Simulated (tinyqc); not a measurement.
Time-dependent dielectric breakdown: cell percolation, Weibull statistics, area scaling and voltage extrapolation: one step, computed by the program tinyqc.

The oxide is divided into columns of area a^2, each holding m = t_ox/a cells (m is taken as continuous). A share lambda(t) = (t/t_1)^alpha of the cells is defective, and a column whose cells are all defective breaks down.

Problem. A sample of breakdown times. Each device fails at t = t63 (-ln(1 - u))^(1/beta). Sort the times; median rank F_i = (i - 0.3)/(n_s + 0.4) for n_s devices; W = ln(-ln(1 - F_i)).

characteristic life t63 = 82462.01 s

uniform random numbers u: 0.1029  0.9188  0.3989  0.1474  0.6459  0.0532  0.1458  0.1472  0.6425

Weibull slope beta = 0.9

Give: Weibull plot.

Solution.

Weibull plot:

| i | t (s) | F_i | ln t | W |
|---|---|---|---|---|
| 1 | 3.2638e+03 | 0.07447 | 8.091 | -2.5589 |
| 2 | 6.9968e+03 | 0.18085 | 8.853 | -1.6120 |
| 3 | 1.0583e+04 | 0.28723 | 9.267 | -1.0829 |
| 4 | 1.0706e+04 | 0.39362 | 9.279 | -0.6927 |
| 5 | 1.0723e+04 | 0.50000 | 9.280 | -0.3665 |
| 6 | 3.8938e+04 | 0.60638 | 10.570 | -0.0700 |
| 7 | 8.5088e+04 | 0.71277 | 11.351 | 0.2211 |
| 8 | 8.5967e+04 | 0.81915 | 11.362 | 0.5365 |
| 9 | 2.2935e+05 | 0.92553 | 12.343 | 0.9545 |

Caution: t_1 is an input here; in a real oxide it changes with thickness at fixed voltage.
